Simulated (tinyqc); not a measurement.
Inside a calculation. Model: resistance of a tapered via with liner, size effect and interface.

tinyqc, about 0.01 s, one thread, Intel Xeon 2.30GHz (shared host): `OMP_NUM_THREADS=1 python tinyqc.py 2750108 2750109 out.jsonl` Printed values are rounded.

A round via whose diameter grows from db at the bottom as D(z) = db + 2 z/tan(ang). The fill, of diameter D - 2 tl, starts above the bottom liner (thickness fb tl) and has rho = rho0 (1 + ks lam/(D - 2 tl)); the sidewall liner conducts in parallel with it. The bottom liner and the interface are crossed over the full area pi db^2/4. Spreading in the lines above and below is left out.

Inputs (values chosen for the exercise); fill metal close to molybdenum: diameter at the bottom db = 13 nm; height hv = 29 nm; sidewall angle ang = 88 degrees; bulk resistivity of the fill rho0 = 5.44 uohm cm; mean free path of the fill lam = 11.2 nm; size-effect factor ks = 0.8; liner on the sidewall tl = 0.4 nm; liner at the bottom over that on the sidewall fb = 0.5; resistivity of the liner rl = 250 uohm cm; interface resistivity at the bottom ri = 1.3e-12 ohm cm^2; ballistic conductance per area, about 3/(4 rho0 lam) Sb = 1.3e15 S/m^2.

## Slices of the via

Slices between z0 = fb tl and hv, evaluated at their midpoints: conductance per length pi/4 [(D - 2 tl)^2/rho + (D^2 - (D - 2 tl)^2)/rl], slice resistance = slice height over that. 7 slices.

```
slice    z (nm)    D (nm)  rho (uohm cm)  slice resistance (ohm)
0      2.257143  13.15764       9.384312                3.203039
1      6.371429  13.44499       9.294681                3.030396
2      10.48571  13.73234       9.209032                2.870971
3          14.6  14.01969       9.127107                2.723471
4      18.71429  14.30703       9.048668                2.586761
5      22.82857  14.59438       8.973496                2.459830
6      26.94286  14.88173       8.901393                2.341787
```

## Total resistance

R_fill = sum of the slices; R_bottom = rl fb tl/(pi db^2/4); R_interface = ri/(pi db^2/4); ballistic (Sharvin) limit 1/(Sb pi (db - 2 tl)^2/4); ideal cylinder rho0 hv/(pi db^2/4).

parts (ohm): fill 19.21625, bottom liner 3.766981, interface 0.9794150
R = 23.96265 ohm
shares (%): fill 80.19253, bottom liner 15.72022, interface 4.08726
ballistic limit = 6.580321 ohm
ideal cylinder = 11.88558 ohm

The fill is the largest part, and R is 2.02 times the ideal cylinder. With 2000 slices R = 23.966 ohm.
